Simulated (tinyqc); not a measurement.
# Tunnelling through a two-layer gate stack, WKB transmission and Tsu-Esaki current: effect of temperature

Electrons leave the emitter at x = 0. Energies E (motion across the layers) are in eV from the emitter Fermi level; the collector Fermi level lies at -V and offers states at every E. No charge in the dielectric and no image force: F1 = V/(t1 + t2 eps1/eps2), F2 = F1 eps1/eps2; U = phi1 - F1 x in layer 1 and phi2 - F1 t1 - F2 (x - t1) in layer 2. With C = hbar^2/(2 m0), kappa = sqrt(m (U - E)/C) where U > E and 0 elsewhere; T(E) = exp(-S), S = 2 times the integral of kappa over x.

Each layer adds (2/F) sqrt(m/C) [G(u at its left edge) - G(u at its right edge)] to S, with u = U - E (0 where negative) and G(u) = (2/3) u^1.5. J = J0 times the integral of T(E) N(E) dE, N = ln[(1 + exp(-E/Vt))/(1 + exp((-E - V)/Vt))], J0 = q^2 me m0 kB T/(2 pi^2 hbar^3) (times 1e-4 for A/cm^2 per eV), from E = -Ef to far above the barrier (T = 1 there), by quadrature converged to the digits shown.

Parameters, values chosen for the exercise; layer 1 close to silicon dioxide, layer 2 close to zirconium oxide:
- Ef = 0.35 eV (Fermi energy of the emitter above its band bottom)
- me = 1 m0 (emitter mass in the supply function)
- phi1 = 3.15 eV (barrier of layer 1 above the emitter Fermi level at zero bias)
- m1 = 0.48 m0 (tunnelling mass of layer 1)
- t1 = 1.2 nm (thickness of layer 1)
- eps1 = 3.85 (relative permittivity of layer 1)
- phi2 = 1.43 eV (barrier of layer 2 at zero bias)
- m2 = 0.24 m0 (tunnelling mass of layer 2)
- t2 = 3.5 nm (thickness of layer 2)
- eps2 = 25.7 (relative permittivity of layer 2)
- V = 0.4 V (voltage across the dielectric)

Constants: q = 1.602176634e-19 C, kB = 1.380649e-23 J/K, hbar = 1.054571817e-34 J s, m0 = 9.1093837015e-31 kg, Vt = kB T/q, hbar^2/(2 m0) = 0.0380998212 eV nm^2. Results are converted to the units shown.

Effect of temperature:

| T (K) | J (A/cm^2) | mean E of the current (eV) |
|---|---|---|
| 50 | 5.351e-7 | -0.1550 |
| 100 | 5.412e-7 | -0.1532 |
| 200 | 5.669e-7 | -0.1458 |
| 300 | 6.135e-7 | -0.1326 |
| 400 | 6.886e-7 | -0.1120 |
| 500 | 8.113e-7 | -0.07594 |
| 600 | 1.253e-6 | 0.1970 |
| 750 | 2.788e-5 | 1.108 |

Between 50 and 300 K the current changes by a factor of 1.15, and between 300 and 750 K by 45.5; the mean energy of the current rises from -0.155 to 1.11 eV. The transmission grows by a factor e over d = 0.0920 eV near E = 0, equal to kB T/q at 1070 K: far below that temperature the thermal tail adds little.

tinyqc, about 0.04 s, one thread, Intel Xeon 2.30GHz (shared host): `OMP_NUM_THREADS=1 python tinyqc.py 2540088 2540089 out.jsonl`
